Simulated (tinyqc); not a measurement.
Comparisons within one model: sp3s* tight binding. A value that a table varies takes the place of the one given here.

sp3s* tight binding, nearest neighbours only: anion (a) at 0, cation (c) at a/4 (1,1,1), orbitals s, px, py, pz, s* on each; k in units of 2 pi/a. With phases e_j = exp(i (pi/2) k.n_j) for n = (1,1,1), (1,-1,-1), (-1,1,-1), (-1,-1,1): g0 = (e1+e2+e3+e4)/4, g1 = (e1+e2-e3-e4)/4, g2 = (e1-e2+e3-e4)/4, g3 = (e1-e2-e3+e4)/4. The diagonal holds the levels Esa, Epa, Exa (s*) and Esc, Epc, Exc. Anion-cation block: <sa|sc> = Vss g0; <sa|xc> = Vsapc g1; <xa|sc> = -Vscpa g1; <xa|xc> = Vxx g0; <xa|yc> = <ya|xc> = Vxy g3, <xa|zc> = <za|xc> = Vxy g2, <ya|zc> = <za|yc> = Vxy g1; <s*a|xc> = Vxapc g1; <xa|s*c> = -Vpaxc g1; y and z take g2 and g3 in place of g1; s-s* and s*-s* vanish.

Parameters, chosen for this exercise (near a published set for Si, fitted to gaps, whose masses and valley positions are rough; not measured data): Esa = -4.2 eV (s level of the anion); Epa = 1.722 eV (p level of the anion); Esc = -4.2 eV (s level of the cation); Epc = 1.722 eV (p level of the cation); Exa = 6.68 eV (s* level of the anion); Exc = 6.68 eV (s* level of the cation); Vss = -8.355 eV (s-s); Vxx = 1.727 eV (px-px); Vxy = 4.572 eV (px-py); Vsapc = 5.687 eV (s anion, p cation); Vscpa = 5.687 eV (s cation, p anion); Vxapc = 5.362 eV (s* anion, p cation); Vpaxc = 5.362 eV (p anion, s* cation); eta = 1.8 (scaling exponent); D001 = 0.75 (ratio -ezz/exx).

## What the s* orbital does

The s* couplings Vxapc and Vpaxc are scaled by f; f = 0 is the plain sp3 model. Gaps from the top of the valence band at Gamma; the Delta value is the minimum on (x,0,0), 0.5 <= x <= 1.

Gaps (eV):
```
f,Gamma,Delta,L,x of the minimum
0.00,3.4540,4.0877,4.0225,0.500
0.25,3.4540,3.7999,3.8375,0.500
0.50,3.4540,3.1402,3.4211,0.570
0.75,3.4540,2.1833,2.9489,0.702
0.90,3.4540,1.5723,2.6744,0.726
1.00,3.4540,1.1647,2.5002,0.734
1.10,3.4540,0.7600,2.0842,0.738
```

The gap at Gamma stays, since g1 to g3 vanish there. From f = 0 to 1 the s* levels lower the Delta value by 2.923 eV and L by 1.522 eV. For f = 0 and 0.25 the least value lies at x = 0.5, the end of the range: any valley further out lies above that value until s* has lowered it enough. The lowest of the three is Gamma at f = 0 and the Delta line at f = 1.

## Hydrostatic strain (sp3s* tight binding, strained)

Strain e moves each bond vector to d = (1 + e) d0 (no internal displacement for the diagonal strains used here) and k is given in fractions of the strained reciprocal cell, so the phases stay. Two-centre values Vss_sigma = Vss/4, Vsp_sigma = sqrt3 V/4 for each s-p and s*-p pair, Vpp_sigma = (Vxx + 2 Vxy)/4, Vpp_pi = (Vxx - Vxy)/4 are scaled by (d0/d)^eta and combined with the new direction cosines; the levels on the diagonal stay.

exx = eyy = ezz = e. Gaps as measured from the top of the valence band; the deformation potentials are (gap(0.01) - gap(-0.01))/0.06.

Gaps (eV):
```
e,Gamma,Delta,L,x of the minimum
-0.03,3.6487,1.1811,2.5319,0.725
-0.02,3.5819,1.1758,2.5233,0.728
-0.01,3.5171,1.1703,2.5146,0.731
0.00,3.4540,1.1647,2.5002,0.734
0.01,3.3927,1.1589,2.4072,0.738
0.02,3.3331,1.1530,2.3166,0.741
0.03,3.2750,1.1470,2.2283,0.744
```

gap deformation potentials (eV): Gamma -2.073, Delta -0.190, L -1.790

Per unit of volume strain the gaps move by -2.07 (Gamma), -0.19 (Delta) and -1.79 eV (L). The lowest valley stays the Delta line over the range. These potentials follow from the one exponent eta, which fitted models replace by one for each integral; with it the sizes are rough, the sign for Delta can be wrong (in Si, Ge and the III-V crystals measured values are small and positive), and the pressures at which valleys cross, and which valley takes over, are rough too. A gap of zero, where one is listed, marks an s level that has sunk below the valence top.

## Biaxial strain splits the top of the valence band (sp3s* tight binding, strained)

No spin-orbit coupling; k = 0; exx = eyy = e, ezz = -D001 e. The four bonds keep equal lengths, and the sums over them give Vxx(e) for px and py and Vzz(e) for pz; each level is the lower root of [[Epa, V], [V, Epc]], and the s level the upper root of the s block. The shear potential b follows from E(x,y) - E(z) = 3 b (exx - ezz), taken as the slope between e = -0.005 and 0.005.

Couplings and levels at Gamma (eV):
```
e,ezz,Vxx(e),Vzz(e),"E(x,y)",E(z),"E(x,y) - E(z) (meV)",upper s level
-0.020,0.0150,1.6430,1.9724,0.0790,-0.2504,329.4,4.2797
-0.010,0.0075,1.6858,1.8482,0.0362,-0.1262,162.4,4.2175
-0.005,0.0037,1.7066,1.7872,0.0154,-0.0652,80.6,4.1863
0.005,-0.0037,1.7470,1.6676,-0.0250,0.0544,-79.4,4.1236
0.010,-0.0075,1.7666,1.6089,-0.0446,0.1131,-157.7,4.0922
0.020,-0.0150,1.8046,1.4938,-0.0826,0.2282,-310.7,4.0291
```

b = -3.048 eV

Under tension in the plane (e > 0) the bonds tilt towards the plane, Vxx grows to 1.7666 and Vzz falls to 1.6089 eV at e = 0.01, and the pz state forms the top of the valence band, by 157.7 meV; under compression (e = -0.01) the px, py pair does, by 162.4 meV. The slope gives b = -3.05 eV, a rough value, since on-site strain terms are left out (measured values lie near -2 eV).

## What each parameter does

Gaps from the top of the valence band at Gamma; Delta is the minimum on (x,0,0), 0.5 <= x <= 1. A change on one sublattice alone makes the two atoms unequal. Each row changes one parameter from the base and keeps the others.

Results:
```
case,Ev (eV),gap Gamma (eV),gap Delta (eV),gap L (eV)
base,-0.0050,3.4540,1.1647,2.5002
Epa = 1.522 eV,-0.1079,3.4598,1.2202,2.5494
Vxx = 1.927 eV,-0.2050,3.8540,1.4014,2.6646
Vxapc = 5.062 eV,-0.0050,3.4540,1.2737,2.5017
Exa = 6.48 eV,-0.0050,3.4540,1.1267,2.4320
Exc = 6.88 eV,-0.0050,3.4540,1.2003,2.5017
Vsapc = 5.487 eV,-0.0050,3.4540,1.1112,2.4021
```

The largest shifts from the base row, up to three for each result and ties (the steps differ in size, so this ranks the rows, not the parameters). Ev (eV): Vxx -0.2000, Epa -0.1029; unchanged at the printed digits by Vxapc, Exa, Exc and Vsapc. gap Gamma (eV): Vxx +0.4000, Epa +0.0058; unchanged at the printed digits by Vxapc, Exa, Exc and Vsapc. gap Delta (eV): Vxx +0.2367, Vxapc +0.1090, Epa +0.0555. gap L (eV): Vxx +0.1644, Vsapc -0.0981, Exa -0.0682. Vxapc, Exa, Exc and Vsapc cannot move Ev or the gap at Gamma, whose blocks do not hold them; s parameters never move Ev, and move the gap only where the lowest empty level at Gamma is s-like.

Run: tinyqc, `OMP_NUM_THREADS=1 python tinyqc.py 1480606 1480607 out.jsonl`; Intel(R) Xeon(R) Processor @ 2.30GHz, one thread, shared host; about 0.1 s of CPU time with all checks.
